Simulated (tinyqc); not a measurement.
# Resistance of a source-drain extension with a graded tip: effects of single changes

y runs along the channel, the gate covers y > 0. The doping is N0 for y < y0 and N0 10^(-(y - y0)/la) beyond, uniform over the depth xj. Sheet conductance s(y) = q mu(N) max(N - Nch, 0) xj + (for y > 0) ma Cox Vo, with mu(N) = u0 + (u1 - u0)/(1 + (N/Nr)^au) and Cox = eps0 eox/tox. Current is taken as one-dimensional; depletion of the tip, spreading and the contact are left out. The metallurgical junction lies at yj, where N = Nch.

Inputs (values chosen for the exercise); mobility law close to that of electrons in silicon: relative permittivity of the gate insulator (close to aluminium oxide) eox = 9.03; insulator thickness tox = 2.5 nm; active doping of the extension far from the gate N0 = 7e19 cm^-3; lateral abruptness la = 6 nm/decade; position under the gate where the fall begins (gate edge at 0) y0 = 2.5 nm; depth of the extension xj = 14 nm; channel doping Nch = 8.5e17 cm^-3; spacer length Ls = 5 nm; gate overdrive Vo = 0.82 V; mobility of the gate-induced layer ma = 92 cm^2/(V s); mobility at low doping u1 = 1414 cm^2/(V s); mobility at high doping u0 = 68.5 cm^2/(V s); reference doping Nr = 9.2e16 cm^-3; exponent au = 0.711; gate length Lg = 90 nm.

Constants: q = 1.602176634e-19 C, eps0 = 8.8541878128e-14 F/cm where lengths are in cm. Results are converted to the units shown.

Each table varies one quantity; the others keep the values above.

## Abruptness at a fixed junction position

R_spacer = integral of dy/s from -Ls to 0, R_ov from 0 to yj, R_channel = (Lg - 2 yj)/(ma Cox Vo), R_total = 2 R_spacer + 2 R_ov + R_channel. Electrical length L_eff = ma Cox dR_total/d(1/Vo); R_series = R_total - L_eff/(ma Cox Vo). y0 is moved with la so that yj stays at 13.994 nm.

The same in every row: yj (nm) = 13.99; R_channel (ohm um) = 257.0.

Result of one run:

| la (nm/decade) | R_spacer (ohm um) | R_ov (ohm um) | R_total (ohm um) | L_eff (nm) | R_series (ohm um) |
|---|---|---|---|---|---|
| 4.6 | 4.008 | 23.94 | 312.9 | 68.89 | 27.40 |

What becomes of these results when the lateral abruptness la is changed from 4.6 to 1 nm/decade, all else the same?

Result of the changed run:

| la (nm/decade) | R_spacer (ohm um) | R_ov (ohm um) | R_total (ohm um) | L_eff (nm) | R_series (ohm um) |
|---|---|---|---|---|---|
| 1 | 4.008 | 12.56 | 290.2 | 64.08 | 24.56 |

The whole series:

| la (nm/decade) | R_spacer (ohm um) | R_ov (ohm um) | R_total (ohm um) | L_eff (nm) | R_series (ohm um) |
|---|---|---|---|---|---|
| 1 | 4.008 | 12.56 | 290.2 | 64.08 | 24.56 |
| 2.2 | 4.008 | 16.35 | 297.7 | 65.68 | 25.51 |
| 3.4 | 4.008 | 20.15 | 305.3 | 67.28 | 26.46 |
| 4.6 | 4.008 | 23.94 | 312.9 | 68.89 | 27.40 |
| 5.8 | 4.008 | 27.73 | 320.5 | 70.49 | 28.35 |
| 7 | 4.008 | 31.52 | 328.1 | 72.09 | 29.30 |
| 8.2 | 4.354 | 35.09 | 335.9 | 73.65 | 30.65 |
| 9.4 | 5.932 | 37.92 | 344.7 | 75.05 | 33.67 |

As la goes from 1 to 9.4 nm/decade, R_total rises from 290 to 345 ohm um, R_spacer rises from 4.01 to 5.93 ohm um and R_ov rises from 12.6 to 37.9 ohm um. R_total changes on average by 6.50 ohm um for each nm/decade. L_eff exceeds the metallurgical length by 2.07 nm in the first row and 13.0 nm in the last, since the gate also controls the lightly doped tips.

## Effect of the active doping of the extension far from the gate

Same model as above.

Effect of the active doping of the extension far from the gate:

| N0 (cm^-3) | yj (nm) | R_spacer (ohm um) | R_ov (ohm um) | R_channel (ohm um) | R_total (ohm um) | L_eff (nm) | R_series (ohm um) |
|---|---|---|---|---|---|---|---|
| 2e19 | 10.73 | 11.98 | 27.01 | 284.1 | 362.1 | 77.37 | 41.38 |
| 3.1e19 | 11.87 | 8.249 | 27.70 | 274.6 | 346.5 | 75.06 | 35.40 |
| 4.7e19 | 12.96 | 5.731 | 28.12 | 265.6 | 333.3 | 72.86 | 31.34 |
| 7.2e19 | 14.07 | 3.907 | 28.38 | 256.4 | 321.0 | 70.61 | 28.34 |
| 1.1e20 | 15.17 | 2.647 | 28.52 | 247.3 | 309.6 | 68.38 | 26.20 |
| 1.7e20 | 16.31 | 1.760 | 28.61 | 237.9 | 298.6 | 66.09 | 24.65 |
| 2.6e20 | 17.41 | 1.175 | 28.65 | 228.7 | 288.3 | 63.87 | 23.60 |
| 4e20 | 18.54 | 0.7759 | 28.68 | 219.4 | 278.3 | 61.62 | 22.86 |

Read the table: what changes, and by how much?

As N0 goes from 2e19 to 4e20, R_total falls from 362 to 278 ohm um, L_eff falls from 77.4 to 61.6 nm and R_series falls from 41.4 to 22.9 ohm um.

Computed by the program tinyqc: `OMP_NUM_THREADS=1 python tinyqc.py 2282052 2282053 out.jsonl`, one thread of a shared Intel Xeon 2.30GHz, about 0.03 s for the whole run.
